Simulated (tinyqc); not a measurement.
Raising U: Hubbard chain of 6 sites, mean field against exact. Computed by the program tinyqc. 

one-body matrix (hopping and site energies) (eV):
```
         1        2        3        4        5        6
1   0.0000  -0.5400   0.0000   0.0000   0.0000   0.0000
2  -0.5400   0.0000  -0.5400   0.0000   0.0000   0.0000
3   0.0000  -0.5400   0.0000  -0.5400   0.0000   0.0000
4   0.0000   0.0000  -0.5400   0.0000  -0.5400   0.0000
5   0.0000   0.0000   0.0000  -0.5400   0.0000  -0.5400
6   0.0000   0.0000   0.0000   0.0000  -0.5400   0.0000
```

electrons, up and down: 3  2

Collinear unrestricted mean field (the lowest of 40 random starts) against exact diagonalisation.

Exact and mean-field results (eV):
```
U          U/t   E exact  E mean field  mean |n_up - n_down|  double occupancy, exact  first gap in the sector
0.270    0.500  -3.27692      -3.26445                 0.167                    0.150                    0.424
0.540    1.000  -3.04787      -2.99881                 0.169                    0.133                    0.404
1.080    2.000  -2.66637      -2.48597                 0.257                    0.103                    0.356
1.620    3.000  -2.37387      -2.04286                 0.421                    0.078                    0.309
2.160    4.000  -2.15155      -1.71946                 0.569                    0.060                    0.268
3.240    6.000  -1.85015      -1.34409                 0.711                    0.036                    0.206
4.320    8.000  -1.66331      -1.18103                 0.794                    0.023                    0.165
6.480   12.000  -1.45178      -1.05573                 0.823                    0.011                    0.116
10.800  20.000  -1.26703      -0.98270                 0.830                 4.41e-03                    0.072
```

In absolute terms mean field is worst at U/t = 6.0, 0.506 eV too high: at small U it is nearly exact, and at large U it still misses the motion of the hole through a fluctuating spin background. Relative to the exact energy its error is 0.4 % at the smallest U, 29 % at most and 22 % at the largest. The double occupancy falls from 0.150 to 0.004.
